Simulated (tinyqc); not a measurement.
Length offset and series resistance from crossing lines.

Question. R_total = Rs + k (L - dL)/Vo with constant Rs, dL and k. Find k, dL and Rs.

R_total at (L, Vo) = (30, 0.39), (60, 0.39), (30, 0.93) and (60, 0.93), L in nm and Vo in V (ohm um): [542.30769, 773.07692, 419.03226, 515.80645]

Answer. At each overdrive R is a straight line in L with slope k/Vo; the two lines cross at L = dL, R = Rs.

k = 3.000 ohm um V/nm
dL = 2.400 nm
Rs = 330.0 ohm um

Program tinyqc, `OMP_NUM_THREADS=1 python tinyqc.py 2282241 2282242 out.jsonl`; Intel Xeon 2.30GHz, shared host, one thread, about 0.05 s.
